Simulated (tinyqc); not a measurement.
Shallow acceptor in the spherical four-band model: one step. Ground state in the small basis. Three cases, with inputs chosen for the exercise.

Question. Solve H u = E S u for the lowest level of the acceptor; the first half of the basis is L = 0 and the second L = 2. Give E, E without the f-g block, and the L = 2 weight u_g S_gg u_g with u S u = 1.

Give: E; E without coupling; L = 2 weight.

Case 1.

S:
```
          f1        f2        f3        g1        g2        g3
f1  1.000000  0.585479  0.184909         0         0         0
f2  0.585479  1.000000  0.585977         0         0         0
f3  0.184909  0.585977  1.000000         0         0         0
g1         0         0         0  1.000000  0.286765  0.019479
g2         0         0         0  0.286765  1.000000  0.287335
g3         0         0         0  0.019479  0.287335  1.000000
```

H (Ry*):
```
           f1         f2          f3         g1         g2          g3
f1  -0.810116  -0.935463   -0.872132  -0.316628  -0.090798   -0.006168
f2  -0.935463  -0.120354   -0.419169  -0.544788  -1.899770   -0.545871
f3  -0.872132  -0.419169   10.865663  -0.221683  -3.270025  -11.380527
g1  -0.316628  -0.544788   -0.221683   0.512938   0.220194   -0.013181
g2  -0.090798  -1.899770   -3.270025   0.220194   5.605811    2.682641
g3  -0.006168  -0.545871  -11.380527  -0.013181   2.682641   39.761020
```

Answer.

E = -1.221 Ry*
E without coupling = -0.989 Ry*
L = 2 weight = 0.087

Without the coupling the exact value is -1, which this basis, tuned to the compact coupled state, misses by 0.011. The coupling to L = 2 takes the level to 1.22 times that exact value.

Case 2.

S:
```
          f1        f2        f3        g1        g2        g3
f1  1.000000  0.585479  0.184286         0         0         0
f2  0.585479  1.000000  0.584485         0         0         0
f3  0.184286  0.584485  1.000000         0         0         0
g1         0         0         0  1.000000  0.286765  0.019326
g2         0         0         0  0.286765  1.000000  0.285631
g3         0         0         0  0.019326  0.285631  1.000000
```

H (Ry*):
```
           f1         f2          f3         g1         g2          g3
f1  -0.810116  -0.935463   -0.871619  -0.318203  -0.091250   -0.006150
f2  -0.935463  -0.120354   -0.423253  -0.547497  -1.909217   -0.545331
f3  -0.871619  -0.423253   10.936597  -0.222092  -3.282374  -11.491669
g1  -0.318203  -0.547497   -0.222092   0.512938   0.220194   -0.013208
g2  -0.091250  -1.909217   -3.282374   0.220194   5.605811    2.667272
g3  -0.006150  -0.545331  -11.491669  -0.013208   2.667272   39.960852
```

Answer.

E = -1.224 Ry*
E without coupling = -0.989 Ry*
L = 2 weight = 0.087

Without the coupling the exact value is -1, which this basis, tuned to the compact coupled state, misses by 0.011. The coupling to L = 2 takes the level to 1.22 times that exact value.

Case 3.

S:
```
          f1        f2        g1        g2
f1  1.000000  0.585235         0         0
f2  0.585235  1.000000         0         0
g1         0         0  1.000000  0.286486
g2         0         0  0.286486  1.000000
```

H (Ry*):
```
           f1         f2         g1         g2
f1  -0.803959  -0.998486  -0.775620  -0.222204
f2  -0.998486   2.593575  -1.334265  -4.657344
g1  -0.775620  -1.334265   1.882422   0.874517
g2  -0.222204  -4.657344   0.874517  15.261240
```

Answer.

E = -1.183 Ry*
E without coupling = -0.873 Ry*
L = 2 weight = 0.091

Without the coupling the exact value is -1, which this basis, tuned to the compact coupled state, misses by 0.127. The coupling to L = 2 takes the level to 1.18 times that exact value.

Computed by tinyqc, one run a case: `OMP_NUM_THREADS=1 python tinyqc.py N N+1 out.jsonl` with N = 1250144, 1250436, 1250488; one thread of a shared Intel(R) Xeon(R) Processor @ 2.30GHz, about 0.3 s a run at most.
